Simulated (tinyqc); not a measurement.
Size of the basis: round or elliptic silicon nanowire with anisotropic valleys (Ritz method).

Wire along x = [110] on a (001) wafer, y = [-110], z = [001]. Valley groups (w = inverse masses): A, two valleys along z: w_y = 1/mt, w_z = 1/ml, m_x = mt; B, four valleys in the wafer plane: w_y = (1/ml + 1/mt)/2, w_z = 1/mt, m_x = (ml + mt)/2.

Hard wall on the ellipse (y/a)^2 + (z/b)^2 = 1, c = hbar^2/2m0. With u = y/a, v = z/b the operator is -c [(w_y/a^2) d2/du2 + (w_z/b^2) d2/dv2] on the unit disc. Basis (1 - u^2 - v^2) u^i v^j; S, X and Y are the disc integrals of f f', (df/du)(df'/du) and (df/dv)(df'/dv), from the integral of u^p v^q = 2 Gamma((p+1)/2) Gamma((q+1)/2)/((p + q + 2) Gamma((p+q+2)/2)) for even p, q; H = c (w_y X/a^2 + w_z Y/b^2).

Constants: hbar^2/2m0 = 3.80998211 eV angstrom^2.

Inputs chosen for the exercise (near those of a Si nanowire; shifted at random, so the results belong to these values and not to a real crystal):
- ml = 0.931 m0 (longitudinal mass)
- mt = 0.193 m0 (transverse mass)
- a = 44 angstrom (semi-axis along y)
- b = 44 angstrom (semi-axis along z)

Lowest level of each group with 1, 3, 6 and 21 even functions.

Levels (meV):
```
functions      A      B
1          36.93  49.06
3          35.02  47.21
6          34.99  47.20
21         34.99  47.20
```

What does the comparison show?

One function errs by 5.5 % for A and 3.9 % for B, six by 0.0002 and 1.4e-05 meV. The error grows with the axis ratio of the stretched ellipse (2.20, 1.29); for a circle it is 6/5.783 - 1 = 3.7 %.

Computed by tinyqc, a small Python program: `OMP_NUM_THREADS=1 python tinyqc.py 1282145 1282146 out.jsonl` (the numbers bound the seed that draws the inputs); one thread of a shared host (Intel(R) Xeon(R) Processor @ 2.30GHz), about 0.06 s for the whole set of steps.
